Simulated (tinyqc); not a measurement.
Electron mobility in a silicon inversion layer, empirical terms and Matthiessen rule: two steps of the calculation.

Inversion layer of sheet density Ns on a uniformly doped body, under a high-permittivity gate with an interlayer. The mobility terms are empirical power laws with prefactors chosen for the exercise; adding their inverses (Matthiessen) is itself an approximation.

Inputs (values chosen for the exercise); material values close to those of silicon: temperature T = 293 K; band gap Eg = 1.14 eV; relative permittivity of the semiconductor eps_r = 11.8; conduction-band density of states at T Nc = 2.68e19 cm^-3; valence-band density of states at T Nv = 2.54e19 cm^-3; body doping Nb = 1.2e17 cm^-3; reverse body bias Vsb = 1 V; weight of the inversion charge in the effective field eta = 0.5; phonon-limited mobility at 1 MV/cm and 300 K Ap = 451 cm^2/(V s); roughness-limited mobility at 1 MV/cm As = 1020 cm^2/(V s); exponent of the roughness term gs = 2; Coulomb prefactor Ac = 2900 cm^2/(V s); charge at the interface Nit = 3.7e10 cm^-2; remote-phonon mobility without interlayer Ar = 350 cm^2/(V s); interlayer thickness ti = 1.4 nm; decay length of remote phonons lr = 0.6 nm; inversion density Ns = 7.1e11 cm^-2.

Constants: q = 1.602176634e-19 C, kB = 1.380649e-23 J/K, Vt = kB T/q, eps0 = 8.8541878128e-14 F/cm where lengths are in cm. Results are converted to the units shown.

Question 1. Depletion charge and effective field. ni = sqrt(Nc Nv) exp(-Eg/(2 Vt)), Eg in volts; Ndep = sqrt(2 eps0 eps_r Nb (2 Vt ln(Nb/ni) + Vsb)/q); E = q (Ndep + eta Ns)/(eps0 eps_r), in MV/cm.

Give: ni; Ndep; E.

Answer 1.

ni = 4.094e9 cm^-3
Ndep = 1.710e12 cm^-2
E = 0.3167 MV/cm

The depletion charge gives 82.8 % of the field.

Question 2. Mobility terms and their sum. With t = T/(300 K): muC = Ac (Ns/1e12 cm^-2) t/(Nb/1e17 cm^-3 + Nit/1e11 cm^-2), muP = Ap E^(-1/3) t^(-1.75), muS = As E^(-gs), muR = Ar exp(2 ti/lr)/t; 1/mu is the sum of the inverses.

E = 0.31665561 MV/cm

Find: terms; mu; shares of 1/mu.

Answer 2.

terms (cm^2/(V s)): Coulomb 1280.9, phonon 689.59, roughness 10172, remote phonon 38109
mu = 424.56 cm^2/(V s)
shares of 1/mu (%): Coulomb 33.146, phonon 61.566, roughness 4.1736, remote phonon 1.1141

The phonon term limits most.

Numbers from tinyqc (`OMP_NUM_THREADS=1 python tinyqc.py 2510134 2510135 out.jsonl`; about 0.01 s on one thread of a shared Intel Xeon 2.30GHz).
